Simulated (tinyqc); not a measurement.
A run and its error bars: classical Heisenberg spin chain: exact results, Metropolis, heat-bath and over-relaxation steps, and a Monte Carlo run. Computed by tinyqc, a small Python program. Command: `OMP_NUM_THREADS=1 python tinyqc.py 3130087 3130088 out.jsonl heismc walk`. One thread of a shared host (Intel(R) Xeon(R) Processor @ 2.30GHz), about 0.2 s of CPU time with the checks.

E = -J sum_i s_i . s_(i+1) for unit vectors s_i on an open chain; K = J/(k_B T).

Inputs (values chosen for the exercise, for a model chain of large moments):

| quantity | value | unit |
|---|---|---|
| coupling J | 38 | meV |
| temperature T | 326 | K |
| moment mu | 3.4 | mu_B |
| length N of the open chain | 16 | - |
| seed | 554723 | - |

Update: heat bath with over-relaxation.

Constants: k_B = 8.617333262e-05 eV/K; mu_B = 5.7883818060e-05 eV/T.

Method:
- Each bond angle is independent, so u = <s_i . s_(i+1)> = coth K - 1/K, <s_i . s_(i+n)> = u^n, correlation length xi = -1/ln|u|, energy per bond -J u, heat capacity per bond c/k_B = 1 - K^2/sinh^2 K, and for the long chain chi = mu^2 (1 + u)/(3 k_B T (1 - u)) per spin.
- For N spins, <|sum s|^2>/N = (1 + u)/(1 - u) - 2 u (1 - u^N)/(N (1 - u)^2); the long chain has (1 + u)/(1 - u), chi over the Curie value, and the difference is relative to it.
- From the ordered state (alternating for J < 0), with each spin drawn from exp(h . s), h = K x sum of neighbours, 200 sweeps are discarded and 1600 recorded (even and odd sites in turn, each heat-bath sweep followed by two sweeps of reflections; random numbers not printed, so these rows are one sample). Errors are the scatter of block means over sqrt(number of blocks).

K = 1.35267

u = 0.403995

<|sum s|^2>/N = 2.21351

Blocking:

| block length | mean bond product | error | <\|sum s\|^2>/N | error |
|---|---|---|---|---|
| 1 | 0.40401 | 0.0031024 | 2.2271 | 0.040773 |
| 4 | 0.40401 | 0.0032653 | 2.2271 | 0.042415 |
| 16 | 0.40401 | 0.0032701 | 2.2271 | 0.039778 |
| 40 | 0.40401 | 0.0035216 | 2.2271 | 0.043584 |
| 80 | 0.40401 | 0.0035807 | 2.2271 | 0.048428 |

What does the comparison show, and why?

With blocks of 40 the bond product is 0.0 error bars from the exact u = 0.4040, and <|sum s|^2>/N is 0.3 from the exact 2.214. Blocking to 40 changes the two errors by factors 1.1 and 1.1.
